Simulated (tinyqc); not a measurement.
Worked calculation: tight binding, kagome lattice. One step of it, computed by the program tinyqc.

Problem. Bloch Hamiltonian at k. H_AB = -t1 - t2 exp(-i k.a1), H_AC = -t1 - t2 exp(-i k.a2), H_BC = -t1 - t2 exp(i k.(a1 - a2)), H_CC = delta.

Parameters chosen for this model:
```
parameter     value                unit
t1         1.470000    eV, up triangles
t2         1.470000  eV, down triangles
delta             0        eV on site C
```

k point k (fractions of the reciprocal vectors): -0.360000  -0.280000

Give: H(k) at k.

Solution.

H(k) at k (eV):
```
                 A                B                C
A           0.0000  -0.5330-1.1327i  -1.1945-1.4440i
B  -0.5330+1.1327i           0.0000  -2.7582+0.7082i
C  -1.1945+1.4440i  -2.7582-0.7082i           0.0000
```
